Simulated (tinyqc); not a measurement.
Worked calculation: charge neutrality level from zone-averaged pseudopotential bands. Values are carried at full precision from step to step, so a last printed digit may differ when a step is redone from the rounded ones.

Empirical pseudopotential on the fcc lattice, atoms at +/- tau, tau = a (1,1,1)/8, no spin-orbit coupling. H(G,G') = c (2 pi/a)^2 |k + G|^2 delta + VS(q) cos(q.tau) + i VA(q) sin(q.tau), q = G - G', c = hbar^2/2m0; k and G in units of 2 pi/a; VS at |q|^2 = 3, 8, 11 and VA at 3, 4, 11, in rydberg, zero elsewhere. At each k the basis holds all G with |k + G|^2 up to 16; energies are counted from the fourth level at Gamma.

Mesh: k = sum_i (n_i + 1/2)/N b_i, n_i = 0 ... N - 1, b = (-1,1,1), (1,-1,1), (1,1,-1); points with the same sorted |kx|, |ky|, |kz| after folding to the shortest k + G are joined, with their count as weight. Neutrality (branch-point) level: E_N = (1/2) mean over k of [E5 + (E3 + E4)/2], E_n the n-th level from below.

Constants: hbar^2/2m0 = 3.80998211 eV angstrom^2; Ry = 13.60569312 eV.

Values chosen for the exercise: a = 6.105 angstrom (lattice constant); VS = (-0.222, -0, 0.05) Ry (symmetric form factors); VA = (0.06, 0.05, 0.009) Ry (antisymmetric form factors); mesh = 4 (points along each reciprocal vector).

## Levels on the mesh

Diagonalise at each joined point.

Levels (eV):
```
kx          ky      kz  weight       E3       E4      E5      E6
0.1250  0.1250  0.1250       2  -0.1296  -0.1296  1.8434  4.3939
0.3750  0.1250  0.1250       6  -0.6966  -0.6890  2.8805  3.7873
0.3750  0.3750  0.1250       6  -1.3308  -0.4337  2.7148  4.7649
0.3750  0.3750  0.3750       2  -0.6277  -0.6277  1.7052  4.9234
0.6250  0.1250  0.1250       6  -1.5461  -1.2826  2.7082  3.7138
0.6250  0.3750  0.1250      12  -2.0096  -1.0835  3.4227  4.3973
0.6250  0.3750  0.3750       6  -1.4225  -0.9022  2.4512  4.5862
0.6250  0.6250  0.1250       6  -2.4422  -1.0950  2.9275  5.4265
0.8750  0.1250  0.1250       6  -2.0369  -1.6211  2.3271  3.1438
0.8750  0.3750  0.1250      12  -2.4397  -1.7026  3.3788  4.9376
```

## Gaps

Level 5 at Gamma, at the lowest of (f,0,0) with f = 0.8, 0.85, 0.9, 1, and at (1/2,1/2,1/2).

gaps to Gamma, Delta/X, L (eV): 0.7419  2.0695  1.5858

## The neutrality level

Energies are counted from the valence top at Gamma. E_N = (1/2) weighted mean of [E5 + (E3 + E4)/2]. Compare with half the smallest indirect gap, min(Delta/X, L)/2, and give the barrier for electrons in the limit of full pinning, min(gaps) - E_N.

mean of E5 = 2.8870 eV
mean of (E3 + E4)/2 = -1.4285 eV
E_N = 0.7293 eV
half the indirect gap = 0.7929 eV
pinned barrier for electrons = 0.0126 eV

E_N lies at 98 % of the gap from the valence top, so pinned contacts have the lower barrier for electrons. The two estimates differ by 0.06 eV; both rules are good to a few tenths of an eV only, so a position within that distance of a band edge or of mid-gap is not settled. Local form factors place the indirect gaps only to a few tenths of an eV, and E_N moves with them. Spin-orbit coupling, left out, would lift the valence top by a third of its splitting.

## Checks

- Sum of the weights against N^3: both 64.

Computed by tinyqc, a small Python program: `OMP_NUM_THREADS=1 python tinyqc.py 1880220 1880221 out.jsonl` (the numbers bound the seed that draws the inputs); one thread of a shared host (Intel(R) Xeon(R) Processor @ 2.30GHz), about 0.08 s for the whole set of steps.
